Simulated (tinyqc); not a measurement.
## Doping from resistivity

Problem. A uniform, uncompensated and fully ionised sample has rho = 1/(q N mu), mu = m1 + (m2 (T/300 K)^(-bt) - m1)/(1 + (N/Nr)^am). Find N, mu and the diffusion coefficient mu Vt.

Parameters, values chosen for the exercise:
- T = 250 K (temperature)
- m1 = 69.2 cm^2/(V s) (mobility limit at high doping)
- m2 = 1420 cm^2/(V s) (mobility limit at low doping, at 300 K)
- Nr = 9.23e16 cm^-3 (reference doping of the mobility law)
- am = 0.694 (exponent of the mobility law)
- bt = 2.1 (temperature exponent of m2)

Constants: q = 1.602176634e-19 C, kB = 1.380649e-23 J/K, Vt = kB T/q. Results are converted to the units shown.

resistivity = 1.8694379 ohm cm

Answer. With am below 1 the product N mu rises steadily with N, so one doping matches; it is found by iterating N = 1/(q rho mu(N)).

N = 1.700e15 cm^-3
mu = 1964 cm^2/(V s)
diffusion coefficient = 42.31 cm^2/s

Program tinyqc, `OMP_NUM_THREADS=1 python tinyqc.py 2110039 2110040 out.jsonl`; Intel Xeon 2.30GHz, shared host, one thread, about 0.01 s.
